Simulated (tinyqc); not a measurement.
Reverse leakage of an n+-p junction: diffusion, generation, trap-assisted and band-to-band tunnelling: two steps of the calculation.

One-sided abrupt junction in the depletion approximation, x from the junction (0) to W on the p side, field F = F0 (1 - x/W). Flat quasi-Fermi levels, long p side. Traps generate through SRH with both lifetimes shortened by 1 + Gamma (Hurkx enhancement, form for moderate fields); band-to-band generation is local and needs a total bending above Eg.

Inputs (values chosen for the exercise); band and dielectric values close to those of silicon:
```
symbol    value    unit                                             meaning
T           400       K                                         temperature
Eg         1.12      eV                                            band gap
eps_r      11.5                                       relative permittivity
Nc      4.28e19   cm^-3              conduction-band density of states at T
Nv       4.1e19   cm^-3                 valence-band density of states at T
Na       8.3e16   cm^-3                acceptor density of the lighter side
Nd         1e19   cm^-3                   donor density of the heavier side
tau        4e-6       s         SRH lifetime of both carriers at zero field
mt         0.23      m0                                     tunnelling mass
Dn           16  cm^2/s  electron diffusion coefficient on the lighter side
VR          2.2       V                                        reverse bias
```

Constants: q = 1.602176634e-19 C, kB = 1.380649e-23 J/K, hbar = 1.054571817e-34 J s, m0 = 9.1093837015e-31 kg, Vt = kB T/q, eps0 = 8.8541878128e-14 F/cm where lengths are in cm. Results are converted to the units shown.

Question 1. Field, scales and diffusion current. ni = sqrt(Nc Nv) exp(-Eg/(2 Vt)), Eg in volts; Vbi = Vt ln(Na Nd/ni^2); W = sqrt(2 eps0 eps_r (Vbi + VR)/(q Na)); F0 = 2 (Vbi + VR)/W; FG = sqrt(24 mt m0 (kB T)^3)/(q hbar); J_diff = q ni^2 sqrt(Dn/tau)(1 - exp(-VR/Vt))/Na.

Give: ni; Vbi; W; F0; FG; J_diff.

Answer 1.

ni = 3.685e12 cm^-3
Vbi = 0.8561 V
W = 216.3 nm
F0 = 282.5 kV/cm
FG = 544.7 kV/cm
J_diff = 5.242e-8 A/cm^2

Question 2. Current components. u = (Vbi + VR)(1 - x/W)^2, p = Na exp(-u/Vt), n = Nd exp((u - Vbi - VR)/Vt); G0 = ni^2 (1 - exp(-VR/Vt))/(tau (n + p + 2 ni cosh(Et/Vt))); Gamma = 2 sqrt(3 pi)(F/FG) exp((F/FG)^2); trap-assisted part G0 Gamma; G_bb = Ab F^2.5 exp(-Bb/F) with F in V/cm, zero unless Vbi + VR > Eg, and counted as zero under 1 cm^-3 s^-1. 15 equal steps.

Each current is q times the trapezoid sum of its rate; J adds J_diff; J_bb under 1e-8 of the sum is given as 0.

| point | x (nm) | G0 (cm^-3 s^-1) | G0 Gamma (cm^-3 s^-1) | G_bb (cm^-3 s^-1) |
|---|---|---|---|---|
| 0 | 0.00000 | 3.3945465e11 | 1.4149011e12 | 0 |
| 1 | 14.42234 | 1.2614806e16 | 4.7402440e16 | 0 |
| 2 | 28.84468 | 2.1193336e16 | 7.1599915e16 | 0 |
| 3 | 43.26702 | 2.1193682e16 | 6.4146636e16 | 0 |
| 4 | 57.68935 | 2.1193682e16 | 5.7205847e16 | 0 |
| 5 | 72.11169 | 2.1193682e16 | 5.0715595e16 | 0 |
| 6 | 86.53403 | 2.1193682e16 | 4.4618658e16 | 0 |
| 7 | 100.95637 | 2.1193682e16 | 3.8862894e16 | 0 |
| 8 | 115.37871 | 2.1193636e16 | 3.3400435e16 | 0 |
| 9 | 129.80105 | 2.1186100e16 | 2.8177302e16 | 0 |
| 10 | 144.22338 | 2.0630471e16 | 2.2566464e16 | 0 |
| 11 | 158.64572 | 1.0885157e16 | 9.4233423e15 | 0 |
| 12 | 173.06806 | 1.3297494e15 | 8.5618167e14 | 0 |
| 13 | 187.49040 | 1.9597898e14 | 8.3621438e13 | 0 |
| 14 | 201.91274 | 6.0478765e13 | 1.2856508e13 | 0 |
| 15 | 216.33508 | 4.0820032e13 | 0 | 0 |

J_diff = 5.2421688e-8 A/cm^2

Find: J_SRH; J_TAT; J_bb; J.

Answer 2.

J_SRH = 4.9745e-8 A/cm^2
J_TAT = 1.0839e-7 A/cm^2
J_bb = 0 A/cm^2
J = 2.1056e-7 A/cm^2

Numbers from tinyqc (`OMP_NUM_THREADS=1 python tinyqc.py 2290115 2290116 out.jsonl`; about 0.01 s on one thread of a shared Intel Xeon 2.30GHz).
